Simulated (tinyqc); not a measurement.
Worked calculation: k.p theory built from an empirical-pseudopotential calculation at Gamma. Values are carried at full precision from step to step, so a last printed digit may differ when a step is redone from the rounded ones.

Empirical pseudopotential on the fcc lattice, atoms at +/- tau, tau = a (1,1,1)/8, no spin-orbit coupling. H(G,G') = c (2 pi/a)^2 |k + G|^2 delta + VS(q) cos(q.tau) + i VA(q) sin(q.tau), q = G - G', c = hbar^2/2m0; k and G in units of 2 pi/a; VS at |q|^2 = 3, 8, 11 and VA at 3, 4, 11, in rydberg, zero elsewhere. The basis is fixed: all 59 G with |G|^2 up to Gcut. Energies are counted from the fourth level at Gamma.

Constants: hbar^2/2m0 = 3.80998211 eV angstrom^2; Ry = 13.60569312 eV.

Values chosen for the exercise (near those of InP; not measured data):
- a = 5.858 angstrom (lattice constant)
- VS = (-0.233, 0.01, 0.061) Ry (symmetric form factors)
- VA = (0.07, 0.049, 0.01) Ry (antisymmetric form factors)
- Gcut = 12 (2 pi/a)^2 (largest |G|^2 of the fixed basis)

## Levels at Gamma

Diagonalise H at k = 0 and group equal levels.

Multiplets at Gamma:
```
multiplet  degeneracy    E (eV)
1                   1  -11.2874
2                   3    0.0000
3                   1    1.6168
4                   3    4.5783
5                   1    8.3618
6                   2    8.4975
7                   3   12.7600
8                   1   14.3342
9                   3   25.5607
```

The lowest empty multiplet is a singlet at 1.617 eV; the lowest empty singlet (s-like) is multiplet 3.

## Mass of the s-like conduction level (multiplet 3)

For a multiplet A of d_A states, W(B) = (4 c/(3 d_A)) sum over n in A, m in B and i = x, y, z of |<n|G_i|m>|^2 (G in 1/angstrom, <n|G_i|m> = sum_G c_n(G)* G_i c_m(G)); the mean inverse mass of A is 1 + sum_B W(B)/(E_A - E_B). Multiplets with W = 0 are left out.

List the couplings (the first eight at most); W to the valence triplet is the Kane energy Ep.

Couplings:
```
multiplet B  degeneracy  E_B (eV)   W (eV)  W/(E_A - E_B)
2                     3    0.0000  16.7978        10.3895
4                     3    4.5783   0.0236        -0.0080
7                     3   12.7600   0.2179        -0.0196
10                    3   26.1002   0.4094        -0.0167
12                    3   26.7372   0.2469        -0.0098
15                    3   39.4107   0.0248        -0.0007
16                    3   39.9724   0.0015         0.0000
19                    3   40.6008   0.0199        -0.0005
```

sum over the higher multiplets = -0.0014
1/m = 11.3329

Ep = 16.80 eV. The valence triplet gives 10.39, all other levels together -0.06; m = 0.0882, against 0.0878 for two levels alone.

## Valence parameters

Fold all other levels onto the valence triplet: D(u) = c + 4 c^2 sum_m <n|u.G|m><m|u.G|n'>/(0 - E_m), in units of c. Along [100] its eigenvalues are L (once) and M (twice); along [111] (L + 2M + 2N)/3 (once) and (L + 2M - N)/3 (twice). Then g1 = -(L + 2M)/3, g2 = -(L - M)/6, g3 = -N/6.

eigenvalues along [100]: [-10.839, -1.869, -1.869]

eigenvalues along [111]: [-12.968, -0.805, -0.805]

L, M, N: [-10.839, -1.869, -12.163]

g1, g2, g3: [4.859, 1.495, 2.027]

With spin-orbit coupling added at fixed g1, g2, g3 and large against the hole energy these give heavy and light masses along [100] of 0.535 and 0.127. The s-like level alone adds Ep/(3E) = 3.46 to g1. Local form factors fix Ep and the gap only roughly, so these values can lie far from measured ones.

## Checks

- 1/m of the s-like level from the sum against the curvature of the band: both 11.33.
- L and M against the curvatures along [100]: largest relative difference 1.3e-06.

tinyqc: `OMP_NUM_THREADS=1 python tinyqc.py 1080555 1080556 out.jsonl`; about 0.4 s, one thread, shared Intel(R) Xeon(R) Processor @ 2.30GHz.
